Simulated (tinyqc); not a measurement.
## Line constants from open and short measurements

Inverse problem. A uniform line of length len, under a quarter wavelength, has Z_open = Zc coth(gamma len) and Z_short = Zc tanh(gamma len); gamma Zc = r + i w l and gamma/Zc = g + i w c, w = 2 pi f. Find r, l and c.

Values chosen for this exercise:
- len = 0.72 mm (length)
- f = 0.64 GHz (frequency)

Zin with the far end open = 39.0472-1767.4280i ohm
Zin with the far end shorted = 11.083935+0.669607i ohm

Solution. The product of the two impedances is Zc^2 and their ratio tanh^2(gamma len); the principal branch holds below a quarter wavelength.

r = 15.39 ohm/mm
l = 0.2393 nH/mm
c = 195.3 pF/m

tinyqc, about 0.01 s, one thread, Intel Xeon 2.30GHz (shared host): `OMP_NUM_THREADS=1 python tinyqc.py 2810199 2810200 out.jsonl`
